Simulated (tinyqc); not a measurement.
From results back to parameters: dielectric confinement in a thin film (image charges). Five cases, with inputs chosen for the exercise.

Problem. The self-energy at the centre was computed from a hidden eh.

A film |z| < t/2 of dielectric constant eps between half-spaces of dielectric constant e2; lam = (eps - e2)/(eps + e2), q = e^2/(4 pi eps0). The self-energy of a band edge is taken with the high-frequency value, e2 = eh, and the field of a fixed ion with the static one, e2 = eo. A charge at z has images lam^|n| at n t + (-1)^n z. Its self-energy is S(z) = (q/2 eps) sum over n >= 1 of lam^n [1/(n t - 2z) + 1/(n t + 2z)] for odd n and 2 lam^n/(n t) for even n; at the centre S(0) = -(q/(eps t)) ln(1 - lam).

Constants: e^2/(4 pi eps0) = 14.39964547 eV angstrom.

Case 1.

Values chosen: t = 40 angstrom (film thickness); eps = 13.3 (dielectric constant of the film).
S(0) = 35.1677 meV

Case 2.

Values chosen: t = 58 angstrom (film thickness); eps = 11.8 (dielectric constant of the film).
S(0) = 18.4480 meV

Case 3.

Values chosen: t = 20 angstrom (film thickness); eps = 11.9 (dielectric constant of the film).
S(0) = 40.4433 meV

Case 4.

Values chosen: t = 22 angstrom (film thickness); eps = 13.5 (dielectric constant of the film).
S(0) = 63.6196 meV

Case 5.

Values chosen: t = 36 angstrom (film thickness); eps = 15.8 (dielectric constant of the film).
S(0) = 22.9422 meV

Find: lam; eh.

Solution. lam = 1 - exp(-S(0) eps t/q), and eh = eps (1 - lam)/(1 + lam).

Case 1.

lam = 0.7273
eh = 2.1

Case 2.

lam = 0.5839
eh = 3.1

Case 3.

lam = 0.4875
eh = 4.1

Case 4.

lam = 0.7308
eh = 2.1

Case 5.

lam = 0.5960
eh = 4.0

Computed by tinyqc, one run a case: `OMP_NUM_THREADS=1 python tinyqc.py N N+1 out.jsonl` with N = 1251617, 1251691, 1251713, 1251754, 1251760; one thread of a shared Intel(R) Xeon(R) Processor @ 2.30GHz, about 0.08 s a run at most.
